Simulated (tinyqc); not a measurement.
Inside a calculation: alloy A(1-x)B(x) by interpolation with bowing. Values are carried at full precision from step to step, so a last printed digit may differ when a step is redone from the rounded ones.

Each gap follows E(x) = (1 - x) E_A + x E_B - C x (1 - x); the lattice constant follows Vegard, a(x) = (1 - x) a_A + x a_B.

Constants: hc = 1239.841984 eV nm; kB = 8.617333262e-05 eV/K.

Inputs chosen for the exercise (A near InP, B near GaP; not measured data):
- a = (5.866, 5.459) angstrom (lattice constant of A, B)
- x = 0.34 (fraction of B)
- Eg = (1.423, 2.889) eV (gap at Gamma to the s-like level of A, B)
- EgX = (2.411, 2.316) eV (gap to the lowest valley along Gamma-X of A, B)
- EgL = (2.004, 2.759) eV (gap to L of A, B)
- C = (0.713, 0.19, 1.15) eV (bowing of the Gamma, X and L gaps)
- Dso = (0.109, 0.079) eV (spin-orbit splitting of A, B)
- Ep = (20.7, 31.7) eV (Kane energy of A, B)
- me = (0.0799, 0.1291) m0 (electron mass at Gamma of A, B)
- Cs = 0 eV (bowing of Dso)
- md = (0.0873, 1.01, 0.49) m0 (density-of-states masses of Gamma, all X and all L valleys)
- T = 200 K (temperature)

## Gaps and lattice constant at x

Also give the wavelength hc/E of the lowest gap.

a(x) = 5.7276 angstrom

linear parts (eV): Gamma 1.9214, X 2.3787, L 2.2607

bowing terms C x (1 - x) (eV): Gamma 0.1600, X 0.0426, L 0.2581

gaps (eV): Gamma 1.7614, X 2.3361, L 2.0026

wavelength of the lowest gap = 703.9 nm

The lowest valley is Gamma, so the gap is direct; the next, L, lies 241 meV higher.

## Where the valleys cross

The difference of two gaps is a quadratic q2 x^2 + q1 x + q0 with q2 = C_i - C_j, q1 = (E_B - E_A - C)_i - (E_B - E_A - C)_j, q0 = E_A,i - E_A,j; give its roots between 0 and 1 (a dash: none).

Crossings:
```
pair,q2,q1,q0,first root,second root
Gamma-X,0.523,1.038,-0.988,0.7029,-
Gamma-L,-0.437,1.148,-0.581,0.6844,-
X-L,-0.960,0.110,0.407,0.7109,-
```

The lowest valley changes at x = 0.684 (Gamma to L, gap 2.272 eV) and x = 0.711 (L to X, gap 2.304 eV). The middle valley is lowest only in a narrow window, which small changes of the inputs would close. The other crossings lie above the lowest valley.

## Electron mass of the alloy

Mass at Gamma from the Kane formula 1/m = F + Ep (Eg + 2 Dso/3)/(Eg (Eg + Dso)). F is fixed by the masses of A and B and interpolated linearly, as is Ep; Eg and Dso carry their bowing.

Compare with the linear interpolation of the masses.

F of A, B: -1.6861  -3.1294

Ep, Eg, Dso at x (eV): 24.4400  1.7614  0.0988

m(x) from the Kane formula = 0.0873 m0
m(x) linear = 0.0966 m0

The Kane value lies 9.6 % below the linear one.

## Shares of the electrons in the valleys

Non-degenerate: n_i proportional to md_i^(3/2) exp(-E_i/kT).

md^(3/2): Gamma 0.0258, X 1.0150, L 0.3430

(E - E_min)/kT: Gamma 0.00, X 33.34, L 13.99

shares: Gamma 1.000, X 0.000, L 0.000

Gamma holds most electrons (100.0 %).

## Checks

- The Gamma and X gaps at their crossing x = 0.7029 (eV): both 2.3045.
- The Gamma and L gaps at their crossing x = 0.6844 (eV): both 2.2723.
- The X and L gaps at their crossing x = 0.7109 (eV): both 2.3044.

tinyqc: `OMP_NUM_THREADS=1 python tinyqc.py 1081284 1081285 out.jsonl`; about 0.01 s, one thread, shared Intel(R) Xeon(R) Processor @ 2.30GHz.
